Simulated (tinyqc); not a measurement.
Valley splitting of a silicon quantum well in envelope theory, step by step. Values are carried at full precision from step to step, so a last printed digit may differ when a step is redone from the rounded ones.

Constants: hbar^2/2m0 = 3.80998211 eV angstrom^2; kB = 8.617333262e-05 eV/K.

Inputs chosen for the exercise (near those of a strained Si well in SiGe; not measured data): k0 = 0.849 2 pi/a (valley position); a = 5.431 angstrom (lattice constant); ml = 0.918 m0 (mass along z); F = 10.3 mV/nm (field pressing towards the upper interface); w = 0.5 angstrom (interface width parameter); L = 86 angstrom (well width); V0 = 0.17 eV (conduction offset); C0 = 0.257 (Bloch overlap factor); Yb = 0.25 (Ge share of the barrier); Yw = 0 (Ge share of the well); ad = 120 angstrom (dot radius).

## Wave number and lengths

q = 2 k0 (2 pi/a), its wavelength, the field length (c/(ml e F))^(1/3) with c = hbar^2/2m0 and 1 mV/nm = 1e-4 eV/angstrom, and the damping factor y/sinh(y), y = pi q w, of a step smoothed as 1/(1 + exp(z/w)).

q = 1.9644 1/angstrom
wavelength = 3.198 angstrom
field length = 15.9 angstrom
damping factor = 0.283

## The envelope

The well lies at 0 < z < L; U(z) = V0 [1/(1 + exp(z/w)) + 1/(1 + exp((L - z)/w))] - e F z, 1 mV/nm = 1e-4 eV/angstrom. The envelope psi solves -(c/ml) psi'' + U psi = E psi, c = hbar^2/2m0, by three-point differences on a grid of 0.1 angstrom from -40 to L + 40 angstrom. The two valleys at +/- k0 couple through D = C0 times the integral of exp(-i q z) U(z) psi^2, q = 2 k0 (2 pi/a), and split by Ev = 2|D|.

Two lowest levels, mean position, and psi^2 at both interfaces.

levels (meV): [-55.42, -26.86]

<z> = 66.4 angstrom
psi^2 at z = 0 and L (1/angstrom): [5.83e-07, 0.00588]

The field makes psi^2 at the upper interface 1.01e+04 times that at the lower one. The orbital spacing is 28.6 meV.

## Contributions to the coupling

Split D into the lower barrier, the upper barrier and the field term.

Parts of D (micro-eV):
```
part             real  imaginary    size
lower barrier   0.002      0.003   0.004
upper barrier  36.232    -11.928  38.145
field term      0.438     -0.073   0.444
```

## Valley splitting and phase

The inter-valley coupling D is the sum of the complex parts; Ev = 2|D|, the valley phase is arg D, and kB T equals Ev at T = Ev/kB.

Ev = 77.2 micro-eV
phase = -0.32 rad
T = 0.90 K

The upper barrier gives the largest part.

## Alloy disorder

Random alloy: with Y(z) = Yw + (Yb - Yw) B(z), B the bracket in U, and in-plane density exp(-r^2/ad^2)/(pi ad^2), D gains a random complex part of variance sigma^2 = (C0^2/pi)(a^2 V0/(8 ad (Yb - Yw)))^2 (4/a) times the integral of psi^4 Y (1 - Y). Alone it gives a mean splitting sqrt(pi) sigma; together with the smooth part the rms splitting is 2 sqrt(|D|^2 + sigma^2).

Give the integral, sigma, the mean splitting from disorder alone and the rms total.

integral = 1.24e-05 1/angstrom
sigma = 9.1 micro-eV
sqrt(pi) sigma = 16.2 micro-eV
rms splitting = 79.3 micro-eV

|D|/sigma = 4.22: the smooth part dominates, and the splitting scatters from dot to dot by about sqrt2 sigma, 17 % of Ev; this needs interfaces sharper than most grown wells have.

## Checks

- Lowest level for sharp walls and no field against the square well, meV: both 4.5.
- Size of one barrier part in that case against C0 V0 psi(0)^2/sqrt(q^2 + 4 kappa^2), micro-eV: both 12.

tinyqc: `OMP_NUM_THREADS=1 python tinyqc.py 1252174 1252175 out.jsonl`; about 0.1 s, one thread, shared Intel(R) Xeon(R) Processor @ 2.30GHz.
